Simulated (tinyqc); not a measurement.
Inside a calculation. Model: MOSFET in saturation, small-signal circuit and noise.

Numbers from tinyqc (`OMP_NUM_THREADS=1 python tinyqc.py 2150016 2150017 out.jsonl`; about 0.01 s on one thread of a shared Intel Xeon 2.30GHz). Printed values are rounded.

Bias by the inversion coefficient IC = I/Ispec (charge-based model with velocity saturation; weak inversion below 0.1, strong above 10). Common-source circuit: gm, gds, Cgs, Cgd and Cj at the inner nodes, Rg in series with the gate; quasi-static, no source or drain resistance, no gate-body capacitance, no substrate network, no induced gate noise, so fmax is an upper estimate.

Parameters, values chosen for the exercise: temperature T = 400 K; gate length L = 350 nm; total gate width W = 40 um; gate capacitance Cox = 1.67 uF/cm^2; mobility mu = 280 cm^2/(V s); slope factor n = 1.41; velocity-saturation length Ls = 25 nm; ratio gds/gm sg = 0.012; overlap and fringe capacitance per side Cov = 0.34 fF/um; drain junction capacitance Cj = 0.89 fF/um; sheet resistance of the gate Rsh = 8 ohm; finger width Wf = 1 um; gate contact and vertical resistance Rc = 100 ohm um; inversion coefficient IC = 0.12; short-channel excess of the noise factor gw = 0.05; oxide trap density Nt = 1.8e18 cm^-3 eV^-1; tunnelling length into the oxide lt = 0.1 nm; Coulomb scattering coefficient ac = 0 V s/C; signal frequency f = 0.3 GHz.

Constants: q = 1.602176634e-19 C, kB = 1.380649e-23 J/K, Vt = kB T/q. Results are converted to the units shown.

Range of the model: fmax exceeds 4 fT, where channel resistance and substrate losses, left out here, would cap it.

## Current, transconductance and gain

Ispec = 2 n mu Cox (W/L) Vt^2, lc = Ls/L, gms = [sqrt((lc IC + 1)^2 + 4 IC) - 1]/[2 + lc (lc IC + 1)], gm = gms Ispec/(n Vt), gds = sg gm.

Ispec = 179.053 uA
I = 21.4863 uA
gms = 0.107917
gm = 0.397574 mS
gds = 0.00477089 mS
gm/I = 18.5036 1/V

gm/I is 89.9 % of its weak-inversion limit 1/(n Vt); without velocity saturation (lc = 0) gms would be 0.108.

## Capacitances, gate resistance and cut-off frequencies

qs = [sqrt(1 + 4 IC) - 1]/2, Cgs = Cox W L qs (2 qs + 3)/(3 (qs + 1)^2) + Cov W, Cgd = Cov W, Cd = Cj W, Rg = Rsh (Wf/L)/(12 Nf) + Rc/W with Nf = W/Wf fingers (not rounded) contacted at both ends. fT = gm/(2 pi (Cgs + Cgd)), fmax = fT/(2 sqrt(Rg (gds + 2 pi fT Cgd))).

Cgs = 35.6979 fF
Cgd = 13.6 fF
Cd = 35.6 fF
Rg = 2.54762 ohm
fT = 1.28354 GHz
fmax = 37.5840 GHz

Overlap and fringe make up 55.2 % of the gate capacitance; fmax is 29.3 times fT.

## Admittance matrix

Inner admittances at w = 2 pi f: y11 = i w (Cgs + Cgd), y12 = -i w Cgd, y21 = gm - i w Cgd, y22 = gds + i w (Cgd + Cd). Invert to Z, add Rg to Z11 and invert back to Y.

inner y (mS):
```
,1,2
1,0.000000+0.092924i,0.000000-0.025635i
2,0.397574-0.025635i,0.004771+0.092740i
```

Y with Rg (mS):
```
,1,2
1,0.000022+0.092924i,-0.000006-0.025635i
2,0.397568-0.025730i,0.004773+0.092766i
```

## Current gain and unilateral power gain

|h21| = |Y21/Y11|; U = |Y21 - Y12|^2/(4 [Re Y11 Re Y22 - Re Y12 Re Y21]). Extrapolated at 20 dB a decade: f |h21| and f sqrt(U).

|h21| = 4.28736
U = 15695.0
f |h21| = 1.28621 GHz
f sqrt(U) = 37.5840 GHz

f |h21| is 0.21 % above the formula for fT, and f sqrt(U) within 0.01 % of that for fmax.

## Noise at the gate

Channel noise Sid = 4 kB T gam n gm with gam = (1/2 + (2/3) qs)/(1 + qs) + gw lc IC, qs = [sqrt(1 + 4 IC) - 1]/2, lc = Ls/L (the last term an empirical rise with velocity saturation); at the gate, white noise Sw = Sid/gm^2 + 4 kB T Rg. Number fluctuation with correlated mobility: S(f) = K/f, K = q^2 Vt lt Nt/(W L Cox^2) (1 + ac mu Cox I/gm)^2, Vt in eV with Nt per eV. Corner fc = K/Sw. Full shot noise would be 2 q I.

gam = 0.516712
Sid = 6.39866e-24 A^2/Hz
Sid/(2 q I) = 0.929364
sqrt(Sw) = 6.36690 nV/Hz^0.5
K = 4.07911e-11 V^2
fc = 1.00626 MHz

The gate resistance gives 0.14 % of the white noise power. In weak inversion gm = I/(n Vt), so with gam = 1/2 the thermal formula equals shot noise.
